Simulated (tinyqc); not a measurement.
Modes across the composition range: two-mode optical phonons of a ternary alloy from two coupled oscillators. Computed by tinyqc, a small Python program. Command: `OMP_NUM_THREADS=1 python tinyqc.py 3031378 3031379 out.jsonl twomode walk`. One thread of a shared host (Intel(R) Xeon(R) Processor @ 2.30GHz), about 0.01 s of CPU time with the checks.

An alloy A(x)B(1-x)C has an A-C and a B-C bond oscillator. Each TO frequency moves linearly from the impurity mode (dilute end) to the TO of the pure crystal; each strength is proportional to the number of bonds.

Inputs (values chosen for the exercise, modelled on GaAs(1-x)P(x), with A-C the GaP-like and B-C the GaAs-like bond):

| quantity | value | unit |
|---|---|---|
| omega_TO of pure AC | 367.4 | 1/cm |
| omega_LO of pure AC | 406.4 | 1/cm |
| omega_TO of pure BC | 268 | 1/cm |
| omega_LO of pure BC | 290.1 | 1/cm |
| eps_inf of AC | 8.95 | - |
| eps_inf of BC | 11.2 | - |
| impurity mode of A in BC | 356 | 1/cm |
| impurity mode of B in AC | 267.5 | 1/cm |

Method:
- omega_1 = (impurity mode of A) + x (omega_TO,AC - impurity mode of A); omega_2 = (impurity mode of B) + (1 - x)(omega_TO,BC - impurity mode of B); eps_inf = x eps_AC + (1 - x) eps_BC; strengths W_1 = x eps_AC (omega_LO,AC^2 - omega_TO,AC^2), W_2 = (1 - x) eps_BC (omega_LO,BC^2 - omega_TO,BC^2).
- eps(omega) = eps_inf + W_1/(omega_1^2 - omega^2) + W_2/(omega_2^2 - omega^2) = 0 is the eigenproblem of the matrix [[omega_1^2 + W_1/eps_inf, sqrt(W_1 W_2)/eps_inf], [sqrt(W_1 W_2)/eps_inf, omega_2^2 + W_2/eps_inf]] for omega_LO^2.
- The polar coupling of mode j is c_j = (u_j . sqrt(W))^2/(eps_inf^2 omega_j^2), u_j its eigenvector and omega_j here its LO frequency; the c_j add up to 1/eps_inf - 1/eps_s. Froehlich constant alpha_j = (e^2/(4 pi eps_0)) c_j k_j/(2 E_j), E_j = h c omega_j, k_j = sqrt(m* E_j/(hbar^2/(2 m_0))).

Frequencies (1/cm):

| x | TO, A-C | TO, B-C | lower LO | upper LO | coupling share of the upper LO | eps_s |
|---|---|---|---|---|---|---|
| 0.02 | 356.228 | 267.990 | 289.52 | 357.10 | 0.04201 | 13.083 |
| 0.10 | 357.140 | 267.950 | 287.29 | 361.38 | 0.18983 | 12.918 |
| 0.20 | 358.280 | 267.900 | 284.72 | 366.57 | 0.34062 | 12.711 |
| 0.35 | 359.990 | 267.825 | 281.14 | 374.15 | 0.52008 | 12.394 |
| 0.50 | 361.700 | 267.750 | 277.80 | 381.58 | 0.66294 | 12.071 |
| 0.65 | 363.410 | 267.675 | 274.62 | 388.97 | 0.78155 | 11.742 |
| 0.80 | 365.120 | 267.600 | 271.53 | 396.38 | 0.88316 | 11.407 |
| 0.90 | 366.260 | 267.550 | 269.51 | 401.37 | 0.94383 | 11.180 |
| 0.98 | 367.172 | 267.510 | 267.90 | 405.39 | 0.98908 | 10.997 |

What does the comparison show, and why?

The upper LO moves from 357.1 to 405.4 and the lower from 289.5 to 267.9 per cm. At each dilute end one LO-TO pair closes onto an impurity mode. The upper LO shifts by +0.49 per cm for each per cent of x near the middle, which is how Raman spectra measure composition. Its share of the polar coupling passes one half between x = 0.2 and 0.35.
